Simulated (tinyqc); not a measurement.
Long-channel MOSFET, surface-potential model: two steps of the calculation.

n-channel transistor on a uniformly doped p-type body, gradual-channel approximation, constant mobility, Boltzmann statistics, full ionisation. Potentials are counted from the neutral body; V is the electron quasi-Fermi potential, Vsb at the source and Vsb + Vds at the drain. Charges are magnitudes per area.

Parameters, values chosen for the exercise; material values close to those of gallium nitride: temperature T = 325 K; flat-band voltage Vfb = -1.67 V; channel mobility mu = 120 cm^2/(V s); gate width W = 1 um; gate length L = 0.5 um; source-body reverse bias Vsb = 0 V; gate-source voltage Vgs = 3.22 V; drain-source voltage Vds = 2 V.

Constants: q = 1.602176634e-19 C, kB = 1.380649e-23 J/K, Vt = kB T/q. Results are converted to the units shown.

Problem 1. Surface potential at the source by Newton steps. With V = Vsb: G = psi - Vt + Vt e, e = exp((psi - 2 phiF - Vsb)/Vt); f = Vgs + Vsb - Vfb - psi - gamma sqrt(G); f' = -1 - gamma (1 + e)/(2 sqrt(G)); psi(new) = psi - f/f'.

psi after iteration 1 = 3.5213654 V
phiF = 1.6711285 V
gamma = 0.71055088 V^0.5

Wanted: G; f; f'; psi after iteration 2.

Solution 1.

G = 20.27 V
f = -1.830 V
f' = -48.35
psi after iteration 2 = 3.484 V

Problem 2. Pao-Sah current by Simpson's rule. I = mu (W/L) integral of Qi dV; Simpson's rule on the 7 points, step Vds/6, weights 1, 4, 2, ..., 4, 1 times step/3.

Qi, Pao-Sah, point 0 to 6 (nC/cm^2): [115.15214, 0.058467549, 3.9706849e-7, 2.6906808e-12, 1.8233033e-17, 1.2355367e-22, 8.3724463e-28]

Find: Pao-Sah current.

Solution 2.

Pao-Sah current = 3.077 uA

Gauss-Legendre quadrature on many points gives 2.444 uA, so this value is 26 % above it; the charge-sheet current, 2.421 uA, is 0.96 % below it.

Numbers from tinyqc (`OMP_NUM_THREADS=1 python tinyqc.py 2360097 2360098 out.jsonl`; about 0.04 s on one thread of a shared Intel Xeon 2.30GHz).
